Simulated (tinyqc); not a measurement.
Carrier lifetime of a p-type layer with SRH, radiative, Auger and surface recombination: two steps of the calculation.

Uniform excess density dn = dp (no trapping), n = n0 + dn, p = p0 + dn, Boltzmann statistics, full ionisation. Surfaces enter as a rate 2 S dn/d, which holds while diffusion to them is fast.

Values chosen for this exercise; band and dielectric values close to those of cadmium telluride:
- T = 250 K (temperature)
- Eg = 1.53 eV (band gap)
- Nc = 6.02e17 cm^-3 (conduction-band density of states at T)
- Nv = 1.36e19 cm^-3 (valence-band density of states at T)
- B = 2e-10 cm^3/s (radiative coefficient)
- N = 3e16 cm^-3 (acceptor density)
- Cn = 2.9e-30 cm^6/s (Auger coefficient (two electrons))
- Cp = 1.3e-30 cm^6/s (Auger coefficient (two holes))
- Nt = 2.1e12 cm^-3 (trap density)
- sn = 7e-15 cm^2 (capture cross-section for electrons)
- sp = 5e-15 cm^2 (capture cross-section for holes)
- vth = 2.5e7 cm/s (thermal velocity (both carriers))
- Et = 0.57 eV (trap level below the conduction band)
- S = 20 cm/s (surface recombination velocity (both faces))
- d = 70 um (sample thickness)

Constants: q = 1.602176634e-19 C, kB = 1.380649e-23 J/K, Vt = kB T/q. Results are converted to the units shown.

Problem 1. Equilibrium densities and SRH constants. ni = sqrt(Nc Nv) exp(-Eg/(2 Vt)), Eg in volts; majority density N/2 + sqrt(N^2/4 + ni^2), n0 p0 = ni^2; n1 = Nc exp(-Et/Vt), p1 = Nv exp((Et - Eg)/Vt); tn0 = 1/(sn vth Nt), tp0 = 1/(sp vth Nt).

Give: ni; n0; p0; n1; p1; tn0; tp0.

Solution 1.

ni = 1084 cm^-3
n0 = 3.914e-11 cm^-3
p0 = 3.000e16 cm^-3
n1 = 1.945e6 cm^-3
p1 = 0.6037 cm^-3
tn0 = 2.721e-6 s
tp0 = 3.810e-6 s

Problem 2. Lifetime, shares and quasi-Fermi splitting. With e = n p - ni^2 = dn (n0 + p0 + dn): U_SRH = e/(tp0 (n + n1) + tn0 (p + p1)), U_rad = B e, U_Aug = (Cn n + Cp p) e, U_s = 2 S dn/d. tau = dn/U, shares of U, splitting Vt ln(n p/ni^2), radiative efficiency U_rad/U.

converged dn = 6.1654935e14 cm^-3
ni = 1083.5438 cm^-3
n0 = 3.9135569e-11 cm^-3
p0 = 3e16 cm^-3
n1 = 1.9449222e6 cm^-3
p1 = 0.60365761 cm^-3
tn0 = 2.7210884e-6 s
tp0 = 3.8095238e-6 s

Give: tau; shares; quasi-Fermi splitting.

Solution 2.

tau = 1.541e-7 s
shares (%): SRH 5.51, radiative 94.38, Auger 0.02, surface 0.09
quasi-Fermi splitting = 1.250 V

Radiative recombination takes the largest share. dn is 0.021 times the doping: low injection.

Program tinyqc, `OMP_NUM_THREADS=1 python tinyqc.py 2300112 2300113 out.jsonl`; Intel Xeon 2.30GHz, shared host, one thread, about 0.01 s.
